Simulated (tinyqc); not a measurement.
Hexagonal on-chip spiral inductor, lumped pi model: one step of the calculation.

Outer diameter do = di + 2 n wd + 2 (n - 1) sp, mean da = (do + di)/2, fill p = (do - di)/(do + di), length l = 3.464 n da. L = 2.33 mu0 n^2 da/(1 + 3.82 p), mu0 = 4 pi 1e-7 H/m. Rs = rho l/(wd delta (1 - exp(-th/delta))), delta = sqrt(rho/(pi f mu0)). Cs = n wd^2 eps0 eo/hu across the coil. At each end Cox = l wd eps0 eo/(2 ho) leads to the substrate branch Rsi = 2 rs he/(l wd) in parallel with Csi = l wd eps0 11.7/(2 he). With one end grounded Y = 1/(Rs + i w L) + i w Cs + 1/[1/(i w Cox) + 1/(1/Rsi + i w Csi)], w = 2 pi f; Q = -Im Y/Re Y. Eddy currents in neighbouring turns and in the substrate are left out.

Task. Admittance, quality factor and apparent inductance. Series branch 1/(Rs + i w L), substrate branch, total Y, Q = -Im Y/Re Y, apparent inductance Im(1/Y)/w, metal-only value w L/Rs, share of the loss in the substrate Re(substrate branch)/Re Y.

Parameters, values chosen for the exercise: frequency f = 1.3 GHz.

L = 0.45373646 nH
Rs = 1.3560878 ohm
Cs = 31.116146 fF
Cox = 27.711078 fF
Rsi = 1.1775494e5 ohm
Csi = 8.7974224 fF

Wanted: series branch; substrate branch; Y; Q; apparent inductance; w L/Rs; share of the loss in the substrate.

Result.

series branch = 87.07-237.96i mS
substrate branch = 0.004889+0.054682i mS
Y = 87.07-237.65i mS
Q = 2.7293
apparent inductance = 0.45418 nH
w L/Rs = 2.7330
share of the loss in the substrate = 0.0056143 %

Q is 99.9 % of the metal-only value.

Computed by the program tinyqc: `OMP_NUM_THREADS=1 python tinyqc.py 2302236 2302237 out.jsonl`, one thread of a shared Intel Xeon 2.30GHz, about 0.01 s for the whole run.
